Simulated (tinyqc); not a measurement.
# Strain-driven roughening and islands of a mismatched epitaxial film, step by step

A worked calculation. Computed by tinyqc, a small Python program that keeps every step. Command: `OMP_NUM_THREADS=1 python tinyqc.py 3031397 3031398 out.jsonl island walk`. One thread of a shared host (Intel(R) Xeon(R) Processor @ 2.30GHz), about 0.01 s of CPU time with the checks. Intermediate numbers are printed to about 7 digits and carried at full precision; extremes and crossings named in words are read from the listed rows.

Film and substrate share isotropic elastic constants; the film is coherent and biaxially strained.

Inputs (values chosen for the exercise, for a model film):

| quantity | value | unit |
|---|---|---|
| misfit \|f\| | 0.0463 | - |
| shear modulus G | 43 | GPa |
| Poisson ratio nu | 0.24 | - |
| surface energy gamma | 0.926 | J/m^2 |
| contact angle of the shallow shape theta_1 | 12.4 | degrees |
| contact angle of the steep shape theta_2 | 28.6 | degrees |
| facet energy of shape 1 over gamma | 0.9952 | - |
| facet energy of shape 2 over gamma | 0.987 | - |
| wetting energy gamma_s - gamma | 0.33 | J/m^2 |
| decay length of wetting delta | 0.2 | nm |
| surface mobility D_s nu_s Omega^2/(k_B T) | 2.2e-33 | m^6/(J s) |
| initial ripple amplitude A0 | 0.24 | nm |
| ripple wavelength over the critical one | 2.1 | - |
| island volume V | 1700 | nm^3 |

Transport: surface diffusion.

Constants: e = 1.602176634e-19 C.

## Elastic energy of the flat film

M = 2 G (1 + nu)/(1 - nu); stress = M f; energy density w = M f^2.

biaxial modulus M = 140.3158 GPa

stress = 6.496621 GPa

energy density w = 300.7936 MJ/m^3

## Asaro-Tiller-Grinfeld instability

A ripple A cos(k x) has the surface chemical potential per volume [gamma k^2 - 2 (1 + nu) w k] A cos(k x), so k_c = 2 (1 + nu) w/gamma. With surface diffusion the amplitude grows at the rate q = B k^2 [2 (1 + nu) w k - gamma k^2], fastest at k_m = (3/4) k_c. B is the surface mobility.

k_c = 0.8055810 1/nm

critical wavelength = 7.799570 nm

fastest wavelength = 10.39943 nm

growth time 1/q at k_m = 0.01105110 s

A ripple of A0 needs about 0.0085 s to reach a twentieth of its wavelength. Caution: a wavelength of a few nanometres is at the limit of continuum theory, where steps and facets rule.

## A ripple of given wavelength

A ripple A cos(k x) has the surface chemical potential per volume [gamma k^2 - 2 (1 + nu) w k] A cos(k x), so k_c = 2 (1 + nu) w/gamma. With surface diffusion the amplitude grows at the rate q = B k^2 [2 (1 + nu) w k - gamma k^2], fastest at k_m = (3/4) k_c. B is the surface mobility. Stress at the trough = stress x (1 + 2 k A).

k = 0.3836100 1/nm

rate q = 48.52729 1/s

q over the largest rate = 0.5362801

stress concentration at A0 = 1.184133

The ripple grows.

## Wetting layer

The surface energy depends on thickness as gamma + (gamma_s - gamma) exp(-h/delta). Its curvature adds W2 = (gamma_s - gamma) exp(-h/delta)/delta^2 to the restoring terms; the flat film is stable while W2 > (1 + nu)^2 w^2/gamma, which gives h_c = delta ln[(gamma_s - gamma) gamma/(delta^2 (1 + nu)^2 w^2)], or 0 if negative.

wetting-layer thickness h_c = 0.8011543 nm

Layer-by-layer growth up to h_c, then roughening: the Stranski-Krastanov mode.

## Island nucleation

Shallow faceted island (Tersoff form): E = 4 Gam V^(2/3) tan^(1/3)(theta) - 6 c V tan(theta), Gam = gamma [x/sin(theta) - 1/tan(theta)], x the facet energy over gamma, c = stress^2 (1 - nu)/(2 pi G). The barrier is the maximum of E, at V_c = [4 Gam/(9 c)]^3 / tan^2(theta) (1 GPa nm = 1 J/m^2).

c = 0.1187245 GPa

Gam of shape 1 = 0.07989682 J/m^2

critical volume, shape 1 = 0.5534911 nm^3

barrier, shape 1 = 0.2705307 eV

Gam of shape 2 = 0.2108867 J/m^2

critical volume, shape 2 = 1.655158 nm^3

barrier, shape 2 = 2.006137 eV

The shallow shape has the lower barrier. Each barrier is a third of the surface term at V_c and scales as Gam^3/c^2, that is as f^(-4). Caution: a critical volume below 1 nm^3 holds fewer than a hundred atoms, so a continuum barrier there has no physical meaning.

## Which shape at the volume V

The two energies cross at V_x^(1/3) = 4 [Gam_2 t2^(1/3) - Gam_1 t1^(1/3)]/(6 c (t2 - t1)), t = tan(theta); mu = dE/dV.

E of shape 1 = -1490.336 eV

E of shape 2 = -3508.313 eV

crossing volume V_x = 9.815868 nm^3

jump of mu at V_x, shape 2 less shape 1 = -77.25485 MJ/m^3

At V the steep shape is lower. At V_x the chemical potential drops, so islands that have turned steep grow at the cost of the shallow ones. Caution: the shallow-slope form overstates the relaxation of facets steeper than about 25 degrees.

## Scaling with the misfit

A ripple A cos(k x) has the surface chemical potential per volume [gamma k^2 - 2 (1 + nu) w k] A cos(k x), so k_c = 2 (1 + nu) w/gamma. With surface diffusion the amplitude grows at the rate q = B k^2 [2 (1 + nu) w k - gamma k^2], fastest at k_m = (3/4) k_c. V_c = [4 Gam/(9 c)]^3/tan^2(theta), barrier = (4/3) Gam V_c^(2/3) tan^(1/3)(theta); the growth time is 1/q at k_m.

Misfit scaled at fixed constants:

| \|f\| (%) | fastest wavelength (nm) | growth time (s) | V_c of shape 1 (nm^3) | barrier of shape 1 (eV) |
|---|---|---|---|---|
| 1.1575 | 166.3908 | 7.242451e+02 | 2.267100e+03 | 6.925585e+01 |
| 1.6205 | 84.8933 | 4.907511e+01 | 3.010942e+02 | 1.802787e+01 |
| 2.3150 | 41.5977 | 2.829083e+00 | 3.542343e+01 | 4.328491e+00 |
| 3.2410 | 21.2233 | 1.916997e-01 | 4.704597e+00 | 1.126742e+00 |
| 4.6300 | 10.3994 | 1.105110e-02 | 5.534911e-01 | 2.705307e-01 |
| 6.4820 | 5.3058 | 7.488268e-04 | 7.350933e-02 | 7.042135e-02 |

Halving the misfit stretches the wavelength 4 times, the barrier 16 times, the volume 64 times and the time 256 times: f^(-2), f^(-4), f^(-6), f^(-8). Over these rows the time spans 6.0 decades: strongly mismatched films tend to roughen first, while dilute alloys have time to stay flat. Rows with wavelengths under 10 nm or volumes under 5 nm^3 are beyond the continuum picture.

Checks made by the program: k_m against a numerical maximum of the rate (relative difference 5e-10).
